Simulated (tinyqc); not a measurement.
Inside a calculation. Method: Jacobi rotations on a symmetric matrix. Computed by tinyqc, a small Python program that keeps every step. Settings: method = jacobi. Command: `OMP_NUM_THREADS=1 python tinyqc.py 27060 27061 out.jsonl` (the two numbers bound the seeds that draw the settings). One thread of a shared host (Intel(R) Xeon(R) Processor @ 2.60GHz), about 0.01 s of CPU time with the checks.

## Jacobi rotation 1

A:
$$\begin{pmatrix}
0.527000 & -0.128000 & 0.213000 & 0.206000 & 0.223000 \\
-0.128000 & 0.684000 & 0.466000 & -0.235000 & -0.002000 \\
0.213000 & 0.466000 & 0.739000 & -0.287000 & -0.560000 \\
0.206000 & -0.235000 & -0.287000 & 0.751000 & 0.410000 \\
0.223000 & -0.002000 & -0.560000 & 0.410000 & 1.441000
\end{pmatrix}$$

Take the largest off-diagonal element A_pq; tan 2 theta = 2 A_pq / (A_qq - A_pp) with |theta| <= pi/4; A' = J^T A J with J_pp = J_qq = cos, J_pq = sin, J_qp = -sin.

p, q, theta (rad): [3.000000, 5.000000, -0.505457]

A':
$$\begin{pmatrix}
0.527000 & -0.128000 & 0.294343 & 0.206000 & 0.091978 \\
-0.128000 & 0.684000 & 0.406760 & -0.235000 & -0.227391 \\
0.294343 & 0.406760 & 0.429091 & -0.052587 & 0.000000 \\
0.206000 & -0.235000 & -0.052587 & 0.751000 & 0.497698 \\
0.091978 & -0.227391 & 0.000000 & 0.497698 & 1.750909
\end{pmatrix}$$

## Jacobi rotation 2

As before.

p, q, theta (rad): [4.000000, 5.000000, 0.391568]

A':
$$\begin{pmatrix}
0.527000 & -0.128000 & 0.294343 & 0.155306 & 0.163634 \\
-0.128000 & 0.684000 & 0.406760 & -0.130432 & -0.299865 \\
0.294343 & 0.406760 & 0.429091 & -0.048606 & -0.020069 \\
0.155306 & -0.130432 & -0.048606 & 0.545506 & 0.000000 \\
0.163634 & -0.299865 & -0.020069 & 0.000000 & 1.956404
\end{pmatrix}$$

## All rotations

The off-diagonal norm falls at every rotation.

Rotations:
```
step    p    q      theta  off-diagonal norm
1       3    5  -0.505457           1.16e+00
2       4    5   0.391568           9.26e-01
3       2    3  -0.633573           7.26e-01
4       1    3  -0.502969           5.76e-01
5       2    5  -0.240093           4.50e-01
6       1    5   0.147186           3.50e-01
7       1    4  -0.587069           2.81e-01
8       2    4   0.311594           1.45e-01
9       3    5   0.032541           1.08e-01
10      4    5   0.028244           8.51e-02
11      3    4  -0.079256           6.94e-02
...   ...  ...        ...                ...
19      1    3  -0.000945           6.97e-04
20      3    4   0.000710           5.38e-04
21      4    5   0.000163           3.78e-04
22      1    5  -0.000157           2.47e-04
23      3    5   0.000082           3.61e-05
24      1    2   0.000121           1.16e-06
25      2    5   6.14e-07           6.83e-07
26      2    3  -3.91e-07           3.82e-07
27      1    4  -7.15e-07           5.52e-08
28      3    4  -6.38e-08           3.81e-08
29      1    3  -3.31e-08           3.21e-10
```

eigenvalues: [-0.048194, 0.393414, 0.766833, 0.977613, 2.052334]
